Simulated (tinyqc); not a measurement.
# Free and trapped electrons in a MOS channel with a dense trap tail, step by step

Computed by the program tinyqc: `OMP_NUM_THREADS=1 python tinyqc.py 2222120 2222121 out.jsonl`, one thread of a shared Intel Xeon 2.30GHz, about 0.02 s for the whole run. Printed values are rounded.

p-type body, charge-sheet picture, full ionisation (an idealisation for deep acceptors), Boltzmann statistics for free electrons. e = Ec - EF at the surface. Acceptor-like traps of density D(E) = D0 + De exp(-E/Ew) at depth E below Ec, from 0 to Eu, hold n_t = integral of D(E)/(1 + exp((e - E)/Vt)). psi = Eg - Vt ln(Nv/Na) - e; N_dep = sqrt(2 eps0 eps_r Na (psi - Vt)/q); n_f = sqrt(N_dep^2 + 2 eps0 eps_r Vt Nc exp(-e/Vt)/q) - N_dep; Vg = Vfb + psi + q (N_dep + n_t + n_f)/Cox, Cox = eps0 eox/tox.

Values chosen for this exercise; band and dielectric values close to those of 4H silicon carbide:
- T = 400 K (temperature)
- Eg = 3.23 eV (band gap)
- eps_r = 9.55 (relative permittivity)
- Nc = 2.62e19 cm^-3 (conduction-band density of states at T)
- Nv = 3.86e19 cm^-3 (valence-band density of states at T)
- eox = 3.9 (relative permittivity of the insulator)
- tox = 31 nm (insulator thickness)
- Na = 1.4e17 cm^-3 (acceptor density)
- Vfb = -2.1 V (flat-band voltage without trapped charge)
- D0 = 1.5e10 cm^-2 eV^-1 (constant background density of acceptor-like traps)
- De = 2.2e13 cm^-2 eV^-1 (density of the tail at the conduction edge)
- Ew = 0.1 eV (decay energy of the tail)
- Eu = 0.97 eV (depth below Ec down to which the traps reach)
- mf = 63 cm^2/(V s) (mobility of free electrons)
- e = 0.172 eV (Ec - EF at the surface)

Constants: q = 1.602176634e-19 C, kB = 1.380649e-23 J/K, Vt = kB T/q, eps0 = 8.8541878128e-14 F/cm where lengths are in cm. Results are converted to the units shown.

## Trapped charge

Trapezoid rule on 13 equal steps from 0 to Eu, f = 1/(1 + exp((e - E)/Vt)).

| point | E (eV) | D(E) f (cm^-2 eV^-1) |
|---|---|---|
| 0 | 0 | 1.488224e11 |
| 1 | 0.07461538 | 5.847735e11 |
| 2 | 0.1492308 | 1.690042e12 |
| 3 | 0.2238462 | 1.931493e12 |
| 4 | 0.2984615 | 1.099258e12 |
| 5 | 0.3730769 | 5.408530e11 |
| 6 | 0.4476923 | 2.650144e11 |
| 7 | 0.5223077 | 1.335906e11 |
| 8 | 0.5969231 | 7.123624e10 |
| 9 | 0.6715385 | 4.166661e10 |
| 10 | 0.7461538 | 2.764497e10 |
| 11 | 0.8207692 | 2.099608e10 |
| 12 | 0.8953846 | 1.784326e10 |
| 13 | 0.97 | 1.634824e10 |

n_t = 4.855221e11 cm^-2

With 1600 steps n_t = 4.869e11 cm^-2; the coarse value is 0.29 % below it.

## Charges and gate voltage

psi, N_dep, n_f and Vg as defined, with the n_t given; free share n_f/(n_f + n_t); apparent mobility mf n_f/(n_f + n_t); gate voltage spent on traps q n_t/Cox.

psi = 2.864304 V
N_dep = 2.044939e12 cm^-2
n_f = 1.580215e10 cm^-2
Vg = 4.426673 V
free share = 3.152081 %
apparent mobility = 1.985811 cm^2/(V s)
gate voltage spent on traps = 0.6983413 V
